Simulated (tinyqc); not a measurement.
Inside a calculation. Method: Jacobi rotations on a symmetric matrix. One step of it, computed by the program tinyqc.

Question. Jacobi rotation 3. Take the largest off-diagonal element A_pq; tan 2 theta = 2 A_pq / (A_qq - A_pp) with |theta| <= pi/4; A' = J^T A J with J_pp = J_qq = cos, J_pq = sin, J_qp = -sin.

A':
```
           1          2          3          4          5          6
1  -0.109621  -0.312695   0.000000   0.166598   0.040522   0.277863
2  -0.312695  -0.018153   0.037810  -0.133396  -0.081029   0.000000
3   0.000000   0.037810   0.717621  -0.074466   0.209502  -0.063723
4   0.166598  -0.133396  -0.074466   0.603000  -0.109000  -0.128404
5   0.040522  -0.081029   0.209502  -0.109000   0.980000  -0.056385
6   0.277863   0.000000  -0.063723  -0.128404  -0.056385   1.385153
```

Give: p, q, theta; A'.

Answer.

p, q, theta (rad): 1.0000  2.0000  -0.7128

A':
```
         1        2        3        4        5        6
1  -0.3799   0.0000   0.0247   0.0388  -0.0223   0.2102
2   0.0000   0.2521   0.0286  -0.2099  -0.0878  -0.1817
3   0.0247   0.0286   0.7176  -0.0745   0.2095  -0.0637
4   0.0388  -0.2099  -0.0745   0.6030  -0.1090  -0.1284
5  -0.0223  -0.0878   0.2095  -0.1090   0.9800  -0.0564
6   0.2102  -0.1817  -0.0637  -0.1284  -0.0564   1.3852
```
